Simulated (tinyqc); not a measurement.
Binary melting diagram from solution models of liquid and solid. Changing the heat of melting H_A. Computed by tinyqc, a small Python program. Command: `OMP_NUM_THREADS=1 python tinyqc.py 3004639 3004640 out.jsonl melt sweep`. One thread of a shared host (Intel(R) Xeon(R) Processor @ 2.30GHz), about 0.01 s of CPU time with the checks.

x is the fraction of B. In a phase with interaction L: mu_A = G_A + R T ln(1 - x) + L x^2, mu_B = G_B + R T ln x + L (1 - x)^2. Melting: G(liquid) - G(solid) = H (1 - T/T_m) for each pure component.

Inputs (values chosen for the exercise, for a model alloy):

| quantity | value | unit |
|---|---|---|
| melting point T_A | 1590 | K |
| melting point T_B | 845 | K |
| heat of melting H_B | 6.59 | kJ/mol |
| liquid interaction L_L | -14 | kJ/mol |

Diagram: eutectic with pure solids.

Constants: R = 8.314462618 J/(mol K).

Method. Liquid against pure solid A: T = (H_A + L_L x^2)/(H_A/T_A - R ln(1 - x)); against pure solid B: T = (H_B + L_L (1 - x)^2)/(H_B/T_B - R ln x). Halve the interval 0.001 to 0.999 for the crossing, 44 times.

One run for each value:

| heat of melting H_A (kJ/mol) | eutectic composition x_E | eutectic temperature T_E (K) |
|---|---|---|
| 7.3 | 0.54332 | 285.14 |
| 9.2 | 0.58360 | 339.07 |
| 12.0 | 0.63197 | 404.13 |
| 15.0 | 0.67407 | 460.61 |
| 18.0 | 0.70928 | 507.44 |
| 23.0 | 0.75742 | 570.40 |
| 29.0 | 0.80328 | 628.70 |
| 36.0 | 0.84570 | 680.65 |

Describe and explain the trends.

Over the rows, eutectic composition x_E rises from 0.543 to 0.846 (exponent d ln y / d ln x 0.31 between the first rows and 0.24 between the last); eutectic temperature T_E (K) rises from 285 to 681 (exponent d ln y / d ln x 0.75 between the first rows and 0.37 between the last). A larger heat of melting at fixed T_A flattens the A branch, so the crossing moves towards B and upwards.

Extremes, crossings and ranges named in words are read from the listed rows.
